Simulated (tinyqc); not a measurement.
Yield per ion against the flux ratio: ion-assisted plasma etching: sheath, surface coverage, synergy and aspect-ratio dependence. Computed by tinyqc, a small Python program. Command: `OMP_NUM_THREADS=1 python tinyqc.py 3024620 3024621 out.jsonl etch walk`. One thread of a shared host (Intel(R) Xeon(R) Processor @ 2.30GHz), about 0.04 s of CPU time with the checks.

Radicals adsorb on bare sites; ions remove covered sites with a high yield and bare sites by sputtering; a slow spontaneous reaction acts everywhere, walls included.

Inputs (values chosen for the exercise, close to those used for silicon dioxide in a fluorocarbon plasma):
```
quantity                                value       unit
plasma density n_e                    3.6e+11     1/cm^3
electron temperature T_e                  2.6         eV
ion mass M_i                               40          u
sheath voltage V                          350          V
radical density n                     3.7e+12     1/cm^3
radical mass M_n                           31          u
gas temperature T_g                       500          K
sticking coefficient s                    0.5          -
radicals per removed unit x                 2          -
yield slope b                            0.26  eV^(-1/2)
threshold E_th                            7.2         eV
sputter slope b_p                       0.014  eV^(-1/2)
sputter threshold E_p                      29         eV
spontaneous reaction probability k_c  9.8e-06          -
solid density N                       2.2e+22     1/cm^3
ion temperature T_i                      0.52         eV
```

Feature: long trench.

Constants: e = 1.602176634e-19 C; u = 1.6605390666e-27 kg; k_B = 1.380649e-23 J/K; eps_0 = 8.8541878128e-12 F/m.

Method:
- Bohm speed u_B = sqrt(e T_e/M_i); ion flux G_i = 0.61 n_e u_B; radical flux G_n = n c/4 with c = sqrt(8 k_B T_g/(pi M_n)).
- Debye length lambda_D = sqrt(eps_0 T_e/(e n_s)) with n_s = 0.61 n_e, T_e in volts; Child-law sheath d = (sqrt2/3) lambda_D (2 V/T_e)^(3/4); ion energy E = V + T_e/2; angular spread = arctan(sqrt(T_i/E)).
- Yields: Y = b (sqrt(E) - sqrt(E_th)) on covered sites, Y_p = b_p (sqrt(E) - sqrt(E_p)) on bare ones (zero below threshold).
- Steady coverage: s G_n (1 - theta) = x Y G_i theta; removal flux = Y G_i theta + Y_p G_i (1 - theta) + k_c G_n; rate = flux/N, 1 cm/s = 6e8 nm/min.
- The ion flux is fixed and the radical flux set by the ratio; the removal per ion is the removal flux over G_i.

yield Y = 4.17553

sputter yield Y_p = 0.187010

ion flux G_i = 5.49946e+16 1/(cm^2 s)

Open field:
```
G_n/G_i    theta  rate (nm/min)  removal per ion
0.3      0.01764          386.0           0.2574
1        0.05649          618.4           0.4123
3        0.15227         1191.4           0.7944
10       0.37450         2521.0           1.6808
30       0.64237         4123.7           2.7494
100      0.85688         5408.0           3.6057
300      0.94726         5951.6           3.9681
1000     0.98357         6179.1           4.1198
3000     0.99446         6273.6           4.1828
```

Coverage reaches one half at G_n/G_i = x Y/s = 16.7. Below that the ion-assisted part follows the radical flux, on top of the sputter floor Y_p = 0.187; above it the ion-assisted part saturates at Y = 4.18 per ion.
